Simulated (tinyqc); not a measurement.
Permeation of metal atoms or ions through a thin barrier or dielectric: time lag, field-aided drift and lifetime. From one set of inputs to another, one input at a time. Computed by tinyqc, a small Python program. Command: `OMP_NUM_THREADS=1 python tinyqc.py 3011405 3011406 out.jsonl barrier ladder`. One thread of a shared host (Intel(R) Xeon(R) Processor @ 2.30GHz), about 0.02 s of CPU time with the checks.

The film 0 < x < d is empty at first; C = C0 at x = 0 and C = 0 at x = d. dC/dt = D d2C/dx2.

The inputs printed are set A. Inputs not listed in the table keep their values of set A, so the rows need not describe a real material.

Inputs (values chosen for the exercise, for a model case: neutral metal atoms through a barrier):
```
quantity                                   value    unit
thickness d                                  5.9      nm
prefactor D0                             6.8e-06  cm^2/s
activation energy E                         1.48      eV
concentration at the source side C0      6.2e+17  1/cm^3
charge number z                                0       -
voltage V (positive drives ions across)        0       V
critical dose Q_c                          4e+10  1/cm^2
test temperature T                           300       C
use temperature T_u                           70       C
```

Constants: k_B = 8.617333262e-05 eV/K.

Method:
- D = D0 exp(-E/(k_B T)); time scale d^2/D; Peclet number P = z V/(k_B T), k_B T in eV; 1 nm = 1e-7 cm.
- Temperatures in kelvin are T(C) + 273.15.
- Steady flux J = (D C0/d) P/(1 - exp(-P)); time lag in units of d^2/D: s_L = [P (1 + exp(-P))/(1 - exp(-P)) - 2]/P^2 (P = 0: J = D C0/d, s_L = 1/6).
- Dose through the film Q(s) = C0 d {f (s - s_L) - 2 exp(P/2) sum_(n=1..200) (-1)^n n^2 pi^2 exp(-l_n s)/l_n^2}, l_n = n^2 pi^2 + P^2/4, f = P/(1 - exp(-P)) the relative flux.
- Solve Q = Q_c for s. At the use temperature D and P take T_u, with the same C0 and V; 1 year = 3.15576e7 s.

Each row keeps all changes above it:
```
input moved                                                  from           to  failure time at T_u (years)  steady flux J (1/(cm^2 s))  time lag (s)
set A                                                           -            -                   2.3037e+06                  6.9219e+05    8.8078e+04
concentration at the source side C0 (1/cm^3)              6.2e+17      1.7e+14                   3.5278e+09                  1.8979e+02    8.8078e+04
thickness d (nm)                                              5.9           51                   3.0592e+10                  2.1957e+01    6.5811e+06
prefactor D0 (cm^2/s) and activation energy E (eV)  6.8e-06, 1.48  0.0017, 1.2                   9.4485e+03                  1.5907e+06    9.0842e+01
test temperature T (C)                                        300          275                   9.4485e+03                  5.2521e+05    2.7513e+02
critical dose Q_c (1/cm^2)                                  4e+10   6000000000                   1.4462e+03                  5.2521e+05    2.7513e+02
```

Which inputs carry the difference?

Failure time at T_u goes from 2.30e6 to 1450, a factor 6.28e-4 in all. The largest single move comes from prefactor D0 with activation energy E (a factor 3.09e-7), and concentration at the source side C0 works against it (a factor 1530). Steady flux J goes from 692000 to 525000, a factor 0.759 in all. The largest single move comes from prefactor D0 with activation energy E (a factor 72400), but it runs against the net change; the largest move in the direction of the net change is concentration at the source side C0 (a factor 2.74e-4). Time lag goes from 88100 to 275, a factor 0.00312 in all. The largest single move comes from prefactor D0 with activation energy E (a factor 1.38e-5), and thickness d works against it (a factor 74.7). The single moves hold for this order of the switches; the total does not depend on the order.

Caution (all rows): grain boundaries, pinholes, trapping and space charge are left out; thin real barriers usually fail at defects.

Extremes, crossings and ranges named in words are read from the listed rows.
